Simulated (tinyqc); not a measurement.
# Potential step from the flux

Question. On one interval J = (q mu Vt/hx) [nb B(d) - na B(-d)], B(d) = d/(exp(d) - 1), d = (psi_b - psi_a)/Vt. Find psi_b - psi_a, and the step at which J would vanish.

Parameters, values chosen for the exercise: temperature T = 300 K; electron mobility mu = 30100 cm^2/(V s); density at the left node na = 1e13 cm^-3; density at the right node nb = 1.9e15 cm^-3; node spacing hx = 170 nm.

Constants: q = 1.602176634e-19 C, kB = 1.380649e-23 J/K, Vt = kB T/q. Results are converted to the units shown.

J = 31479.628 A/cm^2

Solution. B(d) falls and B(-d) rises with d, so J falls steadily with the step and one value matches. J = 0 needs nb/na = exp(d), the Boltzmann ratio.

psi_b - psi_a = -0.0500 V
step for J = 0 = 0.136 V

Numbers from tinyqc (`OMP_NUM_THREADS=1 python tinyqc.py 2220016 2220017 out.jsonl`; about 0.01 s on one thread of a shared Intel Xeon 2.30GHz).
